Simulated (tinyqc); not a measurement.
Inputs raised by 10 %, one at a time: trap-assisted generation and recombination current of an abrupt junction. Computed by tinyqc, a small Python program. Command: `OMP_NUM_THREADS=1 python tinyqc.py 3001191 3001192 out.jsonl junctionleak sens`. One thread of a shared host (Intel(R) Xeon(R) Processor @ 2.30GHz), about 0.03 s of CPU time with the checks.

Depletion approximation, flat quasi-Fermi levels across the depleted layer, long neutral regions with minority lifetimes tau_n and tau_p, full ionisation and Boltzmann statistics. Voltages in exponents stand for e V.

Inputs (values chosen for the exercise, with bands and screening modelled on silicon):
```
quantity                              value    unit
gap E_g                                1.14      eV
electron mass m_e                      0.33     m_0
valleys M_c                               6       -
hole mass m_h                         0.816     m_0
dielectric constant eps                11.6       -
acceptor density N_A                4.1e+17   cm^-3
donor density N_D                   6.1e+18   cm^-3
capture time tau_n                  1.7e-09       s
capture time tau_p                  2.9e-08       s
trap level E_t - E_i                      0      eV
electron diffusion coefficient D_n       20  cm^2/s
hole diffusion coefficient D_p            3  cm^2/s
forward bias V                         0.53       V
reverse bias V_r                        1.7       V
temperature T                           300       K
```

Field enhancement: none.

Constants: k_B = 8.617333262e-05 eV/K; m_0 = 9.1093837015e-31 kg; k_B = 1.380649e-23 J/K; h = 6.62607015e-34 J s; e = 1.602176634e-19 C; eps_0 = 8.8541878128e-12 F/m.

Method:
- N_c = 2 M_c (2 pi m_e k_B T/h^2)^(3/2) and N_v = 2 (2 pi m_h k_B T/h^2)^(3/2), masses in units of m_0.
- n_i = sqrt(N_c N_v) exp(-E_g/2 k_B T); V_bi = (k_B T/e) ln(N_A N_D/n_i^2); diffusion saturation current J_d0 = e n_i^2 [sqrt(D_n/tau_n)/N_A + sqrt(D_p/tau_p)/N_D].
- W = sqrt(2 eps eps_0 (V_bi - V)(1/N_A + 1/N_D)/e), x_p = W N_D/(N_A + N_D), x_n = W - x_p, peak field F_m = 2 (V_bi - V)/W; reverse bias means V = -V_r.
- Potential from the p edge: phi = (V_bi - V) x^2/(x_p W) on the p side and (V_bi - V)[1 - (W - x)^2/(x_n W)] on the n side; p = N_A exp(-phi/k_B T), n = n_i^2 exp(V/k_B T)/p; U = (n p - n_i^2)/[tau_p (n + n_i exp(dE/k_B T)) + tau_n (p + n_i exp(-dE/k_B T))], dE = E_t - E_i, n1 = n_i exp(dE/k_B T), p1 = n_i exp(-dE/k_B T); J_t = e int U dx by the trapezoid rule on 400 intervals on each side.
- Total J = J_t + J_d0 (exp(V/k_B T) - 1); ideality n = (e/k_B T) dV/d ln J, central difference of 1 mV.

Runs:
```
input moved                      from        to  total forward current (A/cm^2)  ideality factor  W (nm)  peak field F_m (V/cm)
base run                            -         -                        0.002411           1.2738  94.953             5.6904e+05
acceptor density N_A (cm^-3)  4.1e+17  4.51e+17                        0.002234           1.2816  90.860             5.9522e+05
donor density N_D (cm^-3)     6.1e+18  6.71e+18                        0.002410           1.2739  94.724             5.7094e+05
capture time tau_n (s)        1.7e-09  1.87e-09                        0.002294           1.2733  94.953             5.6904e+05
reverse bias V_r (V)              1.7      1.87                        0.002411           1.2738  97.895             5.8667e+05
forward bias V (V)               0.53     0.583                        0.013400           1.1320  94.953             5.6904e+05
temperature T (K)                 300       330                        0.019023           1.1184  94.566             5.6673e+05
gap E_g (eV)                     1.14     1.254                        0.000122           1.6928  96.936             5.8093e+05
```

Exponents ln(y'/y) / ln(x'/x):
```
input                 total forward current  ideality factor       W  peak field F_m
acceptor density N_A                 -0.800            0.064  -0.462           0.472
donor density N_D                    -0.003            0.001  -0.025           0.035
capture time tau_n                   -0.519           -0.004   0.000           0.000
reverse bias V_r                      0.000            0.000   0.320           0.320
forward bias V                       17.997           -1.238   0.000           0.000
temperature T                        21.673           -1.365  -0.043          -0.043
gap E_g                             -31.306            2.984   0.217           0.217
```

Among the inputs moved here: total forward current answers most in size to gap E_g (exponent -31.306), next to temperature T (+21.673); its exponent is below 0.0005 for reverse bias V_r. Ideality factor answers most in size to gap E_g (exponent +2.984), next to temperature T (-1.365); its exponent is below 0.0005 for reverse bias V_r. W answers most in size to acceptor density N_A (exponent -0.462), next to reverse bias V_r (+0.320); its exponent is below 0.0005 for capture time tau_n, forward bias V. Its exponent -0.462 in acceptor density N_A: the lightly doped side holds the layer. Peak field F_m answers most in size to acceptor density N_A (exponent +0.472), next to reverse bias V_r (+0.320); its exponent is below 0.0005 for capture time tau_n, forward bias V.

Caution (all rows): at such a field avalanche multiplication or band-to-band tunnelling, left out here, may dominate the reverse current.

Extremes, crossings and ranges named in words are read from the listed rows.
